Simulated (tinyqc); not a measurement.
Inside a calculation. Method: Hubbard ring of 4 sites. One step of it, computed by the program tinyqc.

Task: Mean-field iteration 1. H(up) = T + U n(down), H(down) = T + U n(up); fill the lowest levels; n(new) = n + mixing (n(out) - n); E = tr T (rho up + rho down) + U sum n_up n_down of the output.

one-body matrix (hopping and site energies) (eV), order 1, 2, 3, 4:
$$\begin{pmatrix}
-0.730000 & -0.720000 & 0.000000 & -0.720000 \\
-0.720000 & 0.750000 & -0.720000 & 0.000000 \\
0.000000 & -0.720000 & 0.130000 & -0.720000 \\
-0.720000 & 0.000000 & -0.720000 & 0.290000
\end{pmatrix}$$

U = 8.900000 eV

electrons, up and down: [2, 1]

mixing = 0.200000

n(up) at the start (a guess, not normalised): 1 0.500000, 2 0.500000, 3 0.500000, 4 0.500000

n(down) at the start (a guess): 1 0.250000, 2 0.250000, 3 0.250000, 4 0.250000

Give: levels, up; levels, down; energy; n(up) after iteration 1; n(down) after iteration 1.

Result:

levels, up (eV): [0.7286, 1.9853, 2.7304, 3.8958]

levels, down (eV): [2.9536, 4.2103, 4.9554, 6.1208]

energy = 2.5622 eV

n(up) after iteration 1: 1 0.5778, 2 0.4285, 3 0.5415, 4 0.4522

n(down) after iteration 1: 1 0.3114, 2 0.2248, 3 0.2247, 4 0.2392
